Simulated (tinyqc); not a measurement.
CIS and TDHF on RHF in the sto-3g basis, for B+, spin multiplicity 1, step by step. One step of it, computed by the program tinyqc.

Problem. TDHF (RPA) singlet states. B(ia,jb) = 2 (ia|jb) - (ib|ja); the squared energies are the eigenvalues of (A - B)(A + B); 1 hartree = 27.211386 eV.

CIS matrix A, singlet (hartree), lower triangle:
```
          1>3       1>4       1>5       2>3       2>4       2>5
1>3  7.086507
1>4  0.000000  7.086507
1>5  0.000000  0.000000  7.086507
2>3  0.066506  0.000000  0.000000  0.340753
2>4  0.000000  0.066506  0.000000  0.000000  0.340753
2>5  0.000000  0.000000  0.066506  0.000000  0.000000  0.340753
```

Two-electron integrals over orbitals (pq|rs), unique and non-zero (hartree):
```
(11|11) 2.897294    (21|11) -0.324303   (21|21) 0.057850    (22|11) 0.742479
(22|21) -0.018490   (22|22) 0.525885    (31|31) 0.021414    (32|31) 0.027489
(32|32) 0.112771    (33|11) 0.742089    (33|21) -0.011529   (33|22) 0.533524
(33|33) 0.586773    (41|41) 0.021414    (42|41) 0.027489    (42|42) 0.112771
(43|43) 0.031630    (44|11) 0.742089    (44|21) -0.011529   (44|22) 0.533524
(44|33) 0.523513    (44|44) 0.586773    (51|51) 0.021414    (52|51) 0.027489
(52|52) 0.112771    (53|53) 0.031630    (54|54) 0.031630    (55|11) 0.742089
(55|21) -0.011529   (55|22) 0.533524    (55|33) 0.523513    (55|44) 0.523513
(55|55) 0.586773
```

Give: TDHF matrix B, singlet; squared energies w^2; TDHF energies from the positive w^2.

Solution.

TDHF matrix B, singlet (hartree), lower triangle:
```
        1>3     1>4     1>5     2>3     2>4     2>5
1>3  0.0214
1>4  0.0000  0.0214
1>5  0.0000  0.0000  0.0214
2>3  0.0275  0.0000  0.0000  0.1128
2>4  0.0000  0.0275  0.0000  0.0000  0.1128
2>5  0.0000  0.0000  0.0275  0.0000  0.0000  0.1128
```

squared energies w^2 (hartree^2): 0.1030  0.1030  0.1030  50.2259  50.2259  50.2259

TDHF energies from the positive w^2 (eV): 8.7331  8.7331  8.7331  192.8476  192.8476  192.8476
